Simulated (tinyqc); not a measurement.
Inside a calculation: trap in a gate oxide as a short-range spherical well. Values are carried at full precision from step to step, so a last printed digit may differ when a step is redone from the rounded ones.

A spherical well of radius R and depth V0 below the conduction edge, one mass m, c = hbar^2/2m0. The s level at binding Et solves k cot(k R) = -kappa with k = sqrt(m (V0 - Et)/c), kappa = sqrt(m Et/c); it exists for V0 > Vc = c (pi/2R)^2/m. Outside, psi falls as exp(-kappa r)/r.

Constants: hbar^2/2m0 = 3.80998211 eV angstrom^2; fine-structure constant alpha = 0.007297352564; hc = 1239.841984 eV nm; kB = 8.617333262e-05 eV/K.

Parameters, chosen for this exercise (near those of Al2O3 on GaAs; shifted at random, so the results belong to these values and not to a real crystal): R = 3.6 angstrom (radius of the well); V0 = 5.46 eV (depth of the well); m = 0.31 m0 (mass); n_r = 1.75 (refractive index); dEc = 1.91 eV (conduction offset to the channel); Fox = 2.5 MV/cm (oxide field, lowering levels away from the channel); t0 = 4.8 x 1e-11 s (time constant at the interface); T = 200 K (temperature); EF = 0.1 eV (Fermi level above the channel edge); x = 12 angstrom (depth of the trap).

## The bound level

Solve for Et; the share outside is [sin^2(kR)/(2 kappa)]/[sin^2(kR)/(2 kappa) + R/2 - sin(2kR)/(4k)].

Et = 1.3298 eV
k = 0.5797 1/angstrom
kappa = 0.3289 1/angstrom
share outside = 0.346
Vc = 2.340 eV

The well is 2.33 times the critical depth. Since dEt/dV0 equals the share inside, 0.65, a 1 % change of V0 moves Et by 2.7 %. The decay length is 3.0 angstrom, 0.8 times R.

## Peak of the photo-ionisation cross-section

Lucovsky model (delta well, plane-wave final states, no local-field factor): sigma = (32 pi alpha c/(3 n_r m Et)) (x - 1)^(3/2)/x^3, x = h nu/Et, c = hbar^2/2m0; 1 angstrom^2 = 1e-16 cm^2.

The maximum lies at x = 2. Give the photon energy, its wavelength and sigma there.

h nu = 2.660 eV
wavelength = 466 nm
sigma = 16.1 x 1e-18 cm^2

With 35 % of the state outside the well the delta-well form is only a rough model of this centre.

## Level, tunnelling time and occupation

Energies from the conduction edge of the channel. The trap level at depth x is E_T = dEc - Et - e Fox x (1 MV/cm = 0.01 eV/angstrom). An electron at the channel edge tunnels with the WKB exponent S = (4/3) sqrt(m/c) [dEc^(3/2) - (dEc - e Fox x)^(3/2)]/(e Fox), c = hbar^2/2m0; tau = t0 exp(S); the occupation is f = 1/(1 + exp((E_T - EF)/kB T)), tau_c = tau/f and tau_e = tau/(1 - f). Lattice relaxation is left out; a level below the channel edge needs phonons as well, so tau is then a lower bound, while a level above it can also empty elastically at its own energy, through a thinner barrier, faster than this tau.

Give E_T, S, tau and ln(tau_c/tau_e) = (E_T - EF)/kB T.

E_T = 0.280 eV
S = 9.079
tau = 4.21e-07 s
ln(tau_c/tau_e) = 10.5

The level lies 10 kB T above EF, so the trap is mostly empty. A flat barrier would give S = 2 sqrt(m dEc/c) x = 9.46.

## Checks

- Et from the radial equation on a grid against the matching condition, eV: both 1.33.

Run: tinyqc, `OMP_NUM_THREADS=1 python tinyqc.py 1280869 1280870 out.jsonl`; Intel(R) Xeon(R) Processor @ 2.30GHz, one thread, shared host; about 0.01 s of CPU time with all checks.
